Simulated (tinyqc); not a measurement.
Hydrogen passivation of interface dangling bonds: competing passivation and dissociation with distributed barriers. Changing the hydrogen pressure p. Computed by tinyqc, a small Python program. Command: `OMP_NUM_THREADS=1 python tinyqc.py 3000874 3000875 out.jsonl passiv sweep`. One thread of a shared host (Intel(R) Xeon(R) Processor @ 2.30GHz), about 0.1 s of CPU time with the checks.

P_b + H2 gives P_bH + H at the rate k_f [H2]; P_bH gives P_b + H at the rate k_d. All defects start unpassivated. E_f and E_d are Gaussian and independent.

Inputs (values chosen for the exercise, close to those used for P_b centres at the silicon-oxide interface): defect density N0 = 9e+11 1/cm^2; passivation prefactor k_f0 = 7e-08 cm^3/s; mean passivation barrier E_f = 1.54 eV; spread sigma_f = 0.083 eV; dissociation prefactor k_d0 = 3.8e+12 1/s; mean dissociation barrier E_d = 2.67 eV; spread sigma_d = 0.05 eV; H2 in the oxide per atm, solubility factor = 3.4e+17 1/(cm^3 atm); anneal temperature T = 275 C; anneal time t = 4200 s; oxide thickness = 3.7 nm.

Constants: k_B = 8.617333262e-05 eV/K; e = 1.602176634e-19 C; eps_0 = 8.8541878128e-12 F/m.

Method:
- [H2] = solubility factor x p; a = k_f0 [H2] exp(-E_f/(k_B T)), d = k_d0 exp(-E_d/(k_B T)). For one pair of barriers the active share is y = [d + a exp(-(a + d) t)]/(a + d).
- Temperatures in kelvin are T(C) + 273.15.
- Average y over both Gaussians with 40 x 40 Gauss-Hermite points.
- Active density N0 y; threshold shift if each active defect holds one charge, e N0 y t_ox/(3.9 eps_0).
- Minimise the averaged y over T between 150 and 900 C: find where ln y is equal at T - 0.05 and T + 0.05 C; T is rounded to 0.1 C.

One run for each value:
```
hydrogen pressure p (atm)  active share y  best temperature (C)  least active share
0.003                             0.99094                 517.4          1.0544e-02
0.009                             0.97520                 503.8          2.8063e-03
0.03                              0.93180                 487.7          6.1659e-04
0.09                              0.84779                 472.5          1.5003e-04
0.3                               0.68885                 455.7          3.1342e-05
0.9                               0.49370                 440.6          7.4444e-06
3                                 0.27724                 424.4          1.5326e-06
9                                 0.12940                 410.0          3.6155e-07
30                                0.04178                 394.8          7.4085e-08
```

What does the table show, and why?

Over the rows, active share y falls from 0.991 to 0.0418 (exponent d ln y / d ln x -0.015 between the first rows and -0.94 between the last); best temperature (C) falls from 517 to 395 (exponent d ln y / d ln x -0.024 between the first rows and -0.031 between the last); least active share falls from 0.0105 to 7.41e-8 (exponent d ln y / d ln x -1.2 between the first rows and -1.3 between the last). At the low end the exponent of active share y is -0.01, close to 0: little has reacted yet. High pressure speeds passivation and shifts the balance, the reason for high-pressure anneals.

Caution (all rows): atomic hydrogen, which both passivates and depassivates, and further passivation during cooling are left out. Caution (rows 0.0300, 0.0900, 0.300, 0.900, 3.00, 9.00, 30.0): a least active share below 1e-3 is a property of the model; measured passivation levels off well above it.

Extremes, crossings and ranges named in words are read from the listed rows.
